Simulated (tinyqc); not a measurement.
Elastic trap-assisted tunnelling through a dielectric: two steps of the calculation.

Emitter at x = 0 (Fermi level 0), collector at x = t (Fermi level -V), band edge U(x) = phi - F x, F = V/t. A trap at x has the energy E = U(x) - Et. With G(u) = (4/(3 F)) sqrt(mo/C) max(u, 0)^1.5, C = hbar^2/(2 m0): S1 = G(phi - E) - G(Et), S2 = G(Et) - G(phi - V - E), T1,2 = exp(-S1,2). The steady rate through one trap is nu T1 T2 (f1 - f2)/(T1 + T2), f1 = f(E), f2 = f(E + V), f(y) = 1/(1 + exp(y/Vt)); both contacts offer states at E.

Inputs (values chosen for the exercise); dielectric values close to those of hafnium oxide: temperature T = 300 K; barrier above the emitter Fermi level phi = 1.51 eV; tunnelling mass mo = 0.2 m0; thickness t = 6.8 nm; trap depth below the band edge of the dielectric Et = 1.12 eV; trap density Nt = 1.2e17 cm^-3; attempt frequency nu = 1e14 1/s; points of the grid n = 11; voltage V = 1.91 V; left end of the grid xa = 0.53 nm; right end of the grid xb = 3 nm.

Constants: q = 1.602176634e-19 C, kB = 1.380649e-23 J/K, hbar = 1.054571817e-34 J s, m0 = 9.1093837015e-31 kg, Vt = kB T/q, hbar^2/(2 m0) = 0.0380998212 eV nm^2. Results are converted to the units shown.

Task 1. Rate through a trap near the best position. n equally spaced x from xa to xb, where nearly all of the current flows; J = q Nt times the integral of the rate, by Simpson's rule.

Find: x; E; S1; S2; f1 - f2; rate; J.

Result 1.

```
point  x (nm)    E (eV)      S1      S2    f1 - f2  rate (1/s)
0      0.5300   0.24113   2.654  12.891  8.8944e-5       22413
1      0.7770   0.17175   3.946  12.891  0.0013004    3.2767e5
2      1.0240   0.10238   5.272  12.891   0.018705    4.7113e6
3      1.2710   0.03300   6.631  12.891    0.21816    5.4871e7
4      1.5180  -0.03638   8.023  12.891    0.80333    2.0090e8
5      1.7650  -0.10576   9.446  12.891    0.98355    2.4019e8
6      2.0120  -0.17514  10.900  12.891    0.99886    2.2147e8
7      2.2590  -0.24451  12.384  12.891    0.99992    1.5725e8
8      2.5060  -0.31389  13.898  12.891    0.99999    6.7422e7
9      2.7530  -0.38327  15.441  12.891     1.0000    1.8250e7
10     3.0000  -0.45265  17.013  12.760     1.0000    4.0296e6
```

J = 0.45536 A/cm^2

Task 2. The best-placed trap against direct tunnelling. At x = xs: E, S1, S2 and the occupation (T1 f1 + T2 f2)/(T1 + T2). Direct tunnelling at E = 0 has S = (4/(3 F)) sqrt(mo/C) [phi^1.5 - max(phi - V, 0)^1.5].

xs = 1.76 nm

Find: E; S1; S2; occupation; S of direct tunnelling.

Result 2.

E = -0.1044 eV
S1 = 9.417
S2 = 12.89
occupation = 0.9531
S of direct tunnelling = 20.18

Range of the model: Phonon-assisted (inelastic) capture, chains of traps and a spread of trap depths are left out.

Numbers from tinyqc (`OMP_NUM_THREADS=1 python tinyqc.py 2370061 2370062 out.jsonl`; about 0.04 s on one thread of a shared Intel Xeon 2.30GHz).
